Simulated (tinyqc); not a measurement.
Worked calculation: heavy doping: gap narrowing, degeneracy and the minority density. Values are carried at full precision from step to step, so a last printed digit may differ when a step is redone from the rounded ones.

Empirical narrowing (Slotboom form, constants chosen for the exercise; published fits of this form give the apparent narrowing, here it is taken as the true one): dEg = E0 [ln(N/N0) + sqrt(ln(N/N0)^2 + C)].

Constants: kB = 8.617333262e-05 eV/K; e^2/(4 pi eps0) = 14.39964547 eV angstrom.

Inputs chosen for the exercise (gap and densities of states near those of Si at this temperature; narrowing constants near the fits for Si; the results hold for these values, not for the real material): N = 2.1e+18 1/cm^3 (ionised acceptors, equal to the majority density); E0 = 7.58 meV (narrowing scale); N0 = 1.4e+17 1/cm^3 (onset density); C = 0.5 (smoothing constant); Nv = 1.14e+19 1/cm^3 (valence-band density of states); Eg = 1.125 eV (gap); Nc = 2.72e+19 1/cm^3 (conduction-band density of states); T = 300 K; eps = 11.8 (dielectric constant); Mv = 1 (majority valleys).

## Gap narrowing

Evaluate at N.

ln(N/N0) = 2.7081
dEg (empirical fit) = 41.74 meV

Well above N0 each decade of doping adds 2 E0 ln 10 = 34.9 meV.

## Degeneracy of the majority band

F_j(eta) = (1/Gamma(j + 1)) integral_0^infinity x^j dx/(1 + exp(x - eta)), which tends to exp(eta) for eta << 0.

Majority: N = Nv F_1/2(eta), eta the distance of EF beyond the majority band edge in kT. Degeneracy factor gam = F_1/2(eta)/exp(eta). ni0^2 = Nc Nv exp(-Eg/kT); product n p = ni0^2 gam exp(dEg/kT), dEg the true narrowing; apparent narrowing dEa = dEg + kT ln gam; minority density = n p/N.

Solve for eta and form gam.

N/Nv = 0.1842
eta = -1.6267
gam = 0.9371

## Product and minority density

Combine both effects.

ni0 = 6.25e+09 1/cm^3
exp(dEg/kT) = 5.03
dEa = 40.1 meV
sqrt(n p) = 1.36e+10 1/cm^3
minority density = 87.7 1/cm^3

Narrowing multiplies the product by 5.03 and degeneracy by 0.937; together they change the minority density by a factor 4.71 against ni0^2/N.

## Two estimates of the size

Two physical estimates, e2 = e^2/(4 pi eps0), N in 1/angstrom^3: exchange shift at the Fermi level, Ex = (e2/eps) kF/pi with kF = (3 pi^2 N/Mv)^(1/3); screened-pair energy (Lanyon-Tuft), Es = (3/4)(e2/eps) qs with qs^2 = (4 pi e2 N/(eps kT)) F_-1/2(eta)/F_1/2(eta).

Evaluate both at N.

kF = 0.03962 1/angstrom
Ex = 15.39 meV
Es = 31.30 meV

Against the fitted dEg = 41.7 meV, Ex is 0.37 and Es 0.75 times as large; each keeps one mechanism only, and Ex assumes a strongly degenerate gas, while here eta is only -1.63.

## Checks

- Minority density against the Boltzmann occupation of the other band at the narrowed gap (1/cm^3): both 87.72.

Run: tinyqc, `OMP_NUM_THREADS=1 python tinyqc.py 1680823 1680824 out.jsonl`; Intel(R) Xeon(R) Processor @ 2.30GHz, one thread, shared host; about 0.01 s of CPU time with all checks.
